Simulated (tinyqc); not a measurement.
Inside a calculation. Method: plane-wave Kohn-Sham cycle with exchange-only LDA in a layered model solid. Computed by tinyqc, a small Python program that keeps every step. Settings: points = 16, plane-wave index or count = 3, electrons = 2, k points = 3, area = 36.0, mixing = 0.8, iteration cap = 70, Kerker q0 = 0.9. Command: `OMP_NUM_THREADS=1 python tinyqc.py 21048 21049 out.jsonl` (the two numbers bound the seeds that draw the settings). One thread of a shared host (Intel(R) Xeon(R) Processor @ 2.60GHz), about 0.05 s of CPU time with the checks.

A solid whose potential varies along x alone (atomic units):
```
parameter                      value
period a                   15.400000
cross-section of the cell  36.000000
electrons per cell                 2
grid points                       16
plane waves -n..n, n               3
k points                           3
V1 in V1 cos(2 pi x/a)     -0.140000
V2 in V2 cos(4 pi x/a)     -0.120000
```

Stop when sqrt(dV sum R^2) is below 1e-8, dV = a A/N.

Course of the cycle:
```
iteration  E (hartree)  norm of the residual
1           -0.4634169              1.20e-01
2           -0.3778841              9.05e-02
3           -0.3207543              6.59e-02
4           -0.2946087              1.69e-02
5           -0.2951700              2.21e-02
6           -0.2963636              2.59e-02
7           -0.2968210              3.98e-02
8           -0.3002776              4.22e-02
9           -0.2978050              4.83e-02
10          -0.3025084              4.73e-02
11          -0.2974335              4.52e-02
...                ...                   ...
60          -0.3019495              4.61e-02
61          -0.2975523              4.61e-02
62          -0.3019495              4.61e-02
63          -0.2975523              4.61e-02
64          -0.3019495              4.61e-02
65          -0.2975523              4.61e-02
66          -0.3019495              4.61e-02
67          -0.2975523              4.61e-02
68          -0.3019495              4.61e-02
69          -0.2975523              4.61e-02
70          -0.3019495              4.61e-02
```

Can the last value be used, and what does the course show?

Not by the stop rule. Not converged within 70 iterations: the residual has stopped falling: the iteration swings between two states. Reruns (cap 100 unless said): mixing 0.1: not converged; mixing 0.5, Kerker q0 1.0: converged in 56 (E = -0.29481); mixing 0.3, Pulay depth 5: converged in 24 (E = -0.29481); the original settings with a cap of 400: not converged.
